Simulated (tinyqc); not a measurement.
Elastic trap-assisted tunnelling through a dielectric: two steps of the calculation.

Emitter at x = 0 (Fermi level 0), collector at x = t (Fermi level -V), band edge U(x) = phi - F x, F = V/t. A trap at x has the energy E = U(x) - Et. With G(u) = (4/(3 F)) sqrt(mo/C) max(u, 0)^1.5, C = hbar^2/(2 m0): S1 = G(phi - E) - G(Et), S2 = G(Et) - G(phi - V - E), T1,2 = exp(-S1,2). The steady rate through one trap is nu T1 T2 (f1 - f2)/(T1 + T2), f1 = f(E), f2 = f(E + V), f(y) = 1/(1 + exp(y/Vt)); both contacts offer states at E.

Inputs (values chosen for the exercise); dielectric values close to those of silicon dioxide: temperature T = 300 K; barrier above the emitter Fermi level phi = 3.02 eV; tunnelling mass mo = 0.52 m0; thickness t = 6.6 nm; trap depth below the band edge of the dielectric Et = 2.22 eV; trap density Nt = 7.4e18 cm^-3; attempt frequency nu = 1e14 1/s; points of the grid n = 13; voltage V = 2.99 V; left end of the grid xa = 2.05 nm; right end of the grid xb = 3.14 nm.

Constants: q = 1.602176634e-19 C, kB = 1.380649e-23 J/K, hbar = 1.054571817e-34 J s, m0 = 9.1093837015e-31 kg, Vt = kB T/q, hbar^2/(2 m0) = 0.0380998212 eV nm^2. Results are converted to the units shown.

Problem 1. Rate through a trap near the best position. n equally spaced x from xa to xb, where nearly all of the current flows; J = q Nt times the integral of the rate, by Simpson's rule.

Wanted: x; E; S1; S2; f1 - f2; rate; J.

Solution 1.

```
point  x (nm)   E (eV)     S1     S2  f1 - f2  rate (1/s)
0       2.050  -0.1287  24.79  35.28   0.9932     0.04744
1       2.141  -0.1699  25.98  34.99   0.9986     0.06336
2       2.232  -0.2110  27.18  34.68   0.9997     0.08688
3       2.322  -0.2522  28.39  34.34   0.9999      0.1222
4       2.413  -0.2933  29.61  33.97    1.000      0.1750
5       2.504  -0.3345  30.84  33.57    1.000      0.2468
6       2.595  -0.3756  32.07  33.16    1.000      0.2980
7       2.686  -0.4168  33.31  32.72    1.000      0.2200
8       2.777  -0.4579  34.56  32.26    1.000     0.08916
9       2.868  -0.4991  35.81  31.78    1.000     0.02747
10      2.958  -0.5402  37.08  31.28    1.000    0.007886
11      3.049  -0.5814  38.35  30.77    1.000    0.002220
12      3.140  -0.6225  39.62  30.23    1.000    6.193e-4
```

J = 1.468e-8 A/cm^2

Problem 2. The best-placed trap against direct tunnelling. At x = xs: E, S1, S2 and the occupation (T1 f1 + T2 f2)/(T1 + T2). Direct tunnelling at E = 0 has S = (4/(3 F)) sqrt(mo/C) [phi^1.5 - max(phi - V, 0)^1.5].

xs = 2.6 nm

Find: E; S1; S2; occupation; S of direct tunnelling.

Solution 2.

E = -0.37788 eV
S1 = 32.137
S2 = 33.133
occupation = 0.73012
S of direct tunnelling = 57.007

Range of the model: Phonon-assisted (inelastic) capture, chains of traps and a spread of trap depths are left out.

tinyqc, about 0.03 s, one thread, Intel Xeon 2.30GHz (shared host): `OMP_NUM_THREADS=1 python tinyqc.py 2370018 2370019 out.jsonl`
